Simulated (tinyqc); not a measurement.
Finnis-Sinclair potential for a bcc metal: fit to cohesion and elasticity, then vacancy, surfaces and structure. From one set of inputs to another, one input at a time. Computed by tinyqc, a small Python program. Command: `OMP_NUM_THREADS=1 python tinyqc.py 3110075 3110076 out.jsonl fsfit ladder`. One thread of a shared host (Intel(R) Xeon(R) Processor @ 2.30GHz), about 0.02 s of CPU time with the checks.

E = (1/2) sum V(r) - A sqrt(rho), rho = sum phi(r), phi = (r - d)^2 for r < d, V = (r - c)^2 (c0 + c1 r + c2 r^2) for r < c. In bcc the 8 first neighbours lie at sqrt(3) a/2 and the 6 second at a; both cut-offs lie below the third shell; Omega = a^3/2; E is per atom and z the number of atoms in a shell. The four constants A, c0, c1, c2 are fitted to E_c, zero pressure, B and C12 - C44 alone, so C44 and C11 - C12 are not matched singly; defects are unrelaxed.

The inputs printed are set A. Set A is modelled on vanadium; the values taken over come from a set modelled on niobium. Inputs not listed in the table keep their values of set A, so the rows need not describe a real material.

Inputs (values chosen for the exercise, modelled on vanadium):
```
quantity             value      unit
lattice constant a    3.04  angstrom
cohesive energy E_c    5.4        eV
target C11             224       GPa
target C12             120       GPa
target C44            43.5       GPa
density cut-off d/a  1.216         -
pair cut-off c/a     1.267         -
```

Constants: 1 eV/angstrom^3 = 160.2176634 GPa; 1 eV/angstrom^2 = 16.02176634 J/m^2.

Method:
- rho = sum z phi, rho1 = sum z r phi', rho2 = sum z r^2 phi''. At zero pressure the effective pair part V + 2 F' phi obeys C12 = C44, so C12 - C44 = F'' (rho1/3)^2/Omega with F'' = A/(4 rho^(3/2)); this gives A.
- With v_k = (r - c)^2 r^k the rows are (1/2) sum z v_k, (1/2) sum z r v_k' and (1/2) sum z r^2 v_k''. With rho1 = sum z r phi' and rho2 = sum z r^2 phi'' the right-hand sides are: -E_c + A sqrt(rho) (cohesion); A rho1/(2 sqrt(rho)) (zero pressure); 9 B Omega + A [rho2/(2 sqrt(rho)) - rho1^2/(4 rho^(3/2))] with B = (C11 + 2 C12)/3.
- Solve the three equations.
- E_v = -A sum_shells z [sqrt(rho - phi(r)) - sqrt(rho)] - (1/2) sum z V(r): the neighbours lose one bond each, and the atom is put back in the bulk.
- An atom in layer i below the surface keeps only neighbours no higher than the top layer; gamma = sum_i (E_i + E_c)/(area per surface atom), with layer spacings a/2, a/sqrt2 and areas a^2, a^2/sqrt2 for (100) and (110).

Each row keeps all changes above it:
```
input moved                     from     to  A (eV/angstrom)  vacancy energy E_v (eV)  gamma(100) (J/m^2)
set A                              -      -           2.0282                   2.0158              1.7999
cohesive energy E_c (eV)         5.4    7.7           2.0282                   4.3158              3.4890
target C12 (GPa)                 120    132           2.3464                   3.7850              3.1446
lattice constant a (angstrom)   3.04    3.3           2.7649                   2.6921              2.0740
target C11 (GPa)                 224    251           2.7649                   2.6921              2.0768
target C44 (GPa)                43.5   29.7           3.1960                   1.9112              1.6439
density cut-off d/a            1.216  1.185           2.9215                   2.9437              2.2236
pair cut-off c/a               1.267  1.258           2.9215                   2.9437              2.2224
```

A goes from 2.03 to 2.92, a factor 1.44 in all. The largest single move comes from lattice constant a (a factor 1.18), and density cut-off d/a works against it (a factor 0.914). Vacancy energy E_v goes from 2.02 to 2.94, a factor 1.46 in all. The largest single move comes from cohesive energy E_c (a factor 2.14), and target C44 works against it (a factor 0.710). gamma(100) goes from 1.80 to 2.22, a factor 1.23 in all. The largest single move comes from cohesive energy E_c (a factor 1.94), and lattice constant a works against it (a factor 0.660). The single moves hold for this order of the switches; the total does not depend on the order.

Extremes, crossings and ranges named in words are read from the listed rows.
